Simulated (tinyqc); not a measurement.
What moves the results: conductance of a narrow metal strip with scatterers (square lattice, Green functions). A value that a table varies takes the place of the one given here.

A strip of W sites across with hard walls, site energy 0 and hopping -t. Mode n = 1 to W has profile chi_n(j) = sqrt(2/(W + 1)) sin(n j pi/(W + 1)) and energy en = -2t cos(n pi/(W + 1)); E = en - 2t cos(kn a). With z_n = exp(i kn a) (Im k > 0 for closed modes, |z| < 1) each lead gives the self-energy -t z_n in mode n. One column carries the site energies v, here a notch at the edge (a site raised out of reach). In the mode basis V_nm = sum_j chi_n(j) v_j chi_m(j), G = (E - en + 2 t z_n - V)^-1, and t_nm = 2t sqrt(sin(kn a) sin(km a)) G_nm in size for open modes. T = sum |t_nm|^2, conductance (2e^2/h) T.

Constants: e^2/h = 3.874045865e-05 S.

Parameters, chosen for this exercise (hopping and spacing of the size met in Cu or Al; the lattice is a model; the results hold for these values, not for the real material): t = 1.14 eV (hopping); W = 5 (sites across); v = (50, 0, 0, 0, 0) eV (site energies in the scattering column); a = 2.78 angstrom (spacing); E = -0.46 eV (Fermi energy).

## Conductance steps with and without the scatterer

E is varied across the lower half of the band.

Against energy:

| E/t | E (eV) | open modes | T | reflected |
|---|---|---|---|---|
| -3.30 | -3.762 | 1 | 0.9786 | 0.0214 |
| -2.95 | -3.363 | 2 | 1.1612 | 0.8388 |
| -2.65 | -3.021 | 2 | 1.5842 | 0.4158 |
| -2.30 | -2.622 | 2 | 1.8142 | 0.1858 |
| -1.95 | -2.223 | 3 | 2.0303 | 0.9697 |
| -1.65 | -1.881 | 3 | 2.1503 | 0.8497 |
| -1.30 | -1.482 | 3 | 2.3411 | 0.6589 |
| -0.95 | -1.083 | 4 | 3.0056 | 0.9944 |
| -0.65 | -0.741 | 4 | 3.0226 | 0.9774 |
| -0.30 | -0.342 | 4 | 3.1897 | 0.8103 |
| 0.05 | 0.057 | 5 | 4.0013 | 0.9987 |

How do the results move?

The clean strip goes from 1 to 5 open modes. The reflected flux ranges from 0.021 (E/t = -3.3) to 0.999 (E/t = 0.05). A scatterer on one site acts on one combination of modes only, so it can reflect at most one unit.

## The same scatterer in wider strips

Width (W + 1) a; the strength is the entry of v largest in size. The notch stays one site deep. Added resistance (1/T - 1/M)/(2 e^2/h), M the number of open modes.

Against width:

| W | width (angstrom) | M | T | T/M | added resistance (ohm) |
|---|---|---|---|---|---|
| 3 | 11.1 | 3 | 2.0011 | 0.6670 | 2147.6 |
| 4 | 13.9 | 3 | 2.5133 | 0.8378 | 833.0 |
| 5 | 16.7 | 4 | 3.0597 | 0.7649 | 991.6 |
| 6 | 19.5 | 5 | 4.0193 | 0.8039 | 629.8 |
| 8 | 25.0 | 7 | 6.0046 | 0.8578 | 305.7 |
| 10 | 30.6 | 8 | 7.0470 | 0.8809 | 218.2 |
| 14 | 41.7 | 11 | 10.1214 | 0.9201 | 101.8 |
| 20 | 58.4 | 16 | 15.0369 | 0.9398 | 51.7 |

What can be read from the table?

The added resistance is 2148 ohm at W = 3 and 51.7 at W = 20; from W = 10 to 20 it changes by a factor 0.24, where 1/M gives 0.50 and 1/M^2 gives 0.25. A point scatterer removes at most one unit of M (here 0.49 to 1.00), so its resistance is at most 1/(M (M - 1)) in units of h/2e^2, without bound for M = 1, with jumps where modes open or where the site sits near a node of the open modes; the largest value is at W = 3 (2148 ohm).

## What each change does

Open modes M, T and the added resistance (1/T - 1/M)/(2 e^2/h). Each row changes one parameter from the base and keeps the others.

Results:

| case | M | T | added resistance (ohm) |
|---|---|---|---|
| base | 4 | 3.0597 | 992 |
| t = 1.186 eV | 4 | 3.0670 | 982 |
| E = -0.37 eV | 4 | 3.1222 | 907 |
| v = (50, 50, 0, 0, 0) eV | 4 | 2.5288 | 1877 |

How do the results move?

The largest shifts from the base row, up to three for each result and ties (the steps differ in size, so this ranks the rows, not the parameters). M: unchanged at the printed digits by t, E and v. T: v -0.5309, E +0.0625, t +0.0073. added resistance (ohm): v +886, E -84, t -10.

Program tinyqc; command `OMP_NUM_THREADS=1 python tinyqc.py 1451070 1451071 out.jsonl`; about 0.01 s on one thread of a shared Intel(R) Xeon(R) Processor @ 2.30GHz.
